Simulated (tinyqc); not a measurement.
# Read current of a NAND string, cells in series solved by shooting: what changes with what

Cells in series, numbered from 0 at the source line (0 V) to the bit line, each followed by a gap resistance Rg. A cell with gate Vg, threshold VT, source Vs and drain Vd passes I = 2 nf K Vt^2 [F(Vs) - F(Vd)]/(1 + th max(Vg - VT, 0)), F(V) = ln^2(1 + exp((Vg - VT - nf V)/(2 nf Vt))). The selected cell has Vg = Vr, the others Vg = Vp.

Parameters, values chosen for the exercise; values of the order met in vertical NAND strings:
```
symbol  value    unit                                 meaning
T         300       K                             temperature
K         6.1  uA/V^2                   gain factor of a cell
nf        1.3                                    slope factor
th        0.1     1/V               mobility reduction factor
Rg         14    kohm     resistance of the gap between cells
Vbl       0.5       V                        bit-line voltage
Vp        6.2       V                            pass voltage
Ve       -1.1       V             threshold of an erased cell
Vh        3.2       V          threshold of the highest state
Vx        0.5       V          threshold of the selected cell
Is         20      nA                         sensing current
Vr       2.46       V  read voltage on the selected word line
```

Constants: q = 1.602176634e-19 C, kB = 1.380649e-23 J/K, Vt = kB T/q. Results are converted to the units shown.

Each table varies one quantity; the others keep the values above.

## Read current against the number of cells

For a trial current I start at 0 V and, cell by cell, solve for the drain: sqrt(F(Vd)) = sqrt(F(Vs) - I/k), k = 2 nf K Vt^2/(1 + th max(Vg - VT, 0)), Vd = [Vg - VT - 2 nf Vt ln(exp(sqrt F) - 1)]/nf, then add I Rg. The string current is the I for which the last node reaches Vbl. The apparent threshold is the Vr at which I = Is. Background: all other cells erased (VT = Ve) or all in the highest state (VT = Vh); ratio and shift are high over erased and high minus erased. The selected cell is in the middle, cell n/2.

Read current against the number of cells:
columns A: n; B: I, others erased (uA); C: I, others high (uA); D: ratio; E: apparent VT, erased (V); F: apparent VT, high (V); G: background shift (mV)
```
A          B        C       D       E       F      G
8     0.9665   0.6336  0.6556  0.5787  0.5821  3.377
16    0.5241   0.3250  0.6201  0.5842  0.5910  6.774
32    0.2735   0.1646  0.6018  0.5953  0.6089  13.62
64    0.1398  0.08282  0.5926  0.6175  0.6451  27.56
96   0.09387  0.05533  0.5895  0.6397  0.6816  41.82
128  0.07066  0.04154  0.5879  0.6620  0.7185  56.44
192  0.04728  0.02773  0.5864  0.7068  0.7946  87.77
```

Read the table: what changes, and by how much?

With erased neighbours the current falls from 0.966 to 0.0473 uA, as n^(-0.88) between the first two rows and n^(-0.99) between the last two (-1 once the series resistance rules). The ratio falls from 0.656 to 0.586 and the background shift rises from 3.38 to 87.8 mV.

## Effect of the read voltage on the selected word line

Same model as above.

The string has 128 cells and the selected one is cell 64.

The same in every row: apparent VT, erased (V) = 0.6620; apparent VT, high (V) = 0.7185; background shift (mV) = 56.44.

Results:
```
Vr (V)  I, others erased (uA)  I, others high (uA)   ratio
0.2                  1.391e-6             1.391e-6  0.9999
0.6                   0.01239             0.009579  0.7731
1                     0.06281              0.03887  0.6188
1.4                   0.06882              0.04091  0.5945
2.2                   0.07047              0.04148  0.5886
2.6                   0.07074              0.04157  0.5876
3                     0.07092              0.04163  0.5870
```

Estimate the missing row, Vr = 1.8 V.

Computed row:
```
Vr (V)  I, others erased (uA)  I, others high (uA)   ratio
1.8                   0.06997              0.04131  0.5903
```

With this row back in the table: As Vr goes from 0.2 to 3 V, the current with erased neighbours rises from 1.39e-6 to 0.0709 uA, that with high neighbours rises from 1.39e-6 to 0.0416 uA and the ratio falls from 1.00 to 0.587. The apparent thresholds do not depend on Vr.

Program tinyqc, `OMP_NUM_THREADS=1 python tinyqc.py 2142198 2142199 out.jsonl`; Intel Xeon 2.30GHz, shared host, one thread, about 0.9 s.
